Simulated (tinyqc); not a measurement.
Two regimes over temperature: microkinetic model of low-temperature epitaxy from hydride gases: adsorption, hydrogen desorption and rate control. Computed by tinyqc, a small Python program. Command: `OMP_NUM_THREADS=1 python tinyqc.py 3007987 3007988 out.jsonl hepi walk`. One thread of a shared host (Intel(R) Xeon(R) Processor @ 2.30GHz), about 0.01 s of CPU time with the checks.

Each hydride molecule needs two free sites and leaves four hydrogen atoms, of which two leave at once as H2; theta is the hydrogen coverage, the site density is 6.78 per nm^2 and one layer is 1.358 angstrom thick.

Inputs (values chosen for the exercise, close to those used for silane and germane, with second-order desorption as on Si(111) but the site density of Si(001)):

| quantity | value | unit |
|---|---|---|
| silane pressure p_S | 4.1 | Pa |
| sticking prefactor of silane s0 | 0.062 | - |
| adsorption barrier E_s | 0.25 | eV |
| desorption prefactor nu_d | 8.6e+12 | 1/s |
| desorption energy on silicon E_d | 2.16 | eV |
| hydrogen carrier pressure p_H | 0 | Pa |
| sticking of hydrogen s_H | 8.6e-08 | - |
| germane pressure p_G | 0.21 | Pa |
| sticking ratio of germane to silane r_G | 2.2 | - |
| lowering of E_d per unit germanium fraction, dE | 0.57 | eV |

Film: silicon-germanium. Order of hydrogen desorption: second.

Constants: k_B = 8.617333262e-05 eV/K; u = 1.6605390666e-27 kg; k_B = 1.380649e-23 J/K.

Method:
- Flux per site F = p/(sqrt(2 pi M k_B T) x 6.78e18 per m^2), M = 32.12 u (silane), 76.63 u (germane), 2.016 u (hydrogen); s = s0 exp(-E_s/(k_B T)); k_S = s F_S, k_G = r_G s F_G; germanium fraction x = k_G/(k_S + k_G); k = k_S + k_G; k_H = s_H F_H; k_d = nu_d exp(-(E_d - dE x)/(k_B T)).
- With k the hydride and k_H the hydrogen adsorption rate on free pairs and k_d the desorption rate, steady state: 2 (k + k_H)(1 - theta)^2 = k_d theta^2; growth rate R = k (1 - theta)^2 layers/s; 1 layer/s = 8.148 nm/min.
- Temperatures in kelvin are T(C) + 273.15.
- Limits: desorption-limited R = k_d k/(2 (k + k_H)), adsorption-limited R = k.

Growth:

| T (C) | theta | G (nm/min) | desorption limit (nm/min) | adsorption limit (nm/min) |
|---|---|---|---|---|
| 400 | 0.99242 | 4.5338e-03 | 4.6033e-03 | 78.92 |
| 450 | 0.97683 | 5.5053e-02 | 5.7696e-02 | 102.57 |
| 500 | 0.94013 | 4.6086e-01 | 5.2142e-01 | 128.58 |
| 550 | 0.86821 | 2.7186e+00 | 3.6066e+00 | 156.52 |
| 600 | 0.75309 | 1.1337e+01 | 1.9990e+01 | 185.95 |
| 650 | 0.60533 | 3.3724e+01 | 9.2035e+01 | 216.50 |
| 700 | 0.45270 | 7.4231e+01 | 3.6221e+02 | 247.82 |
| 750 | 0.32136 | 1.2877e+02 | 1.2468e+03 | 279.59 |
| 800 | 0.22203 | 1.8857e+02 | 3.8250e+03 | 311.56 |
| 850 | 0.15243 | 2.4676e+02 | 1.0620e+04 | 343.49 |

What follows from these numbers?

The apparent activation energy of G is 2.09 eV between the first rows and 0.56 eV between the last; full hydrogen cover gives a value near the desorption energy (plus E_s where k_H far exceeds k), a bare surface one near E_s less k_B T/2 from the flux. The coverage passes one half between 650 and 700 C, the knee of the Arrhenius plot.

Extremes, crossings and ranges named in words are read from the listed rows.
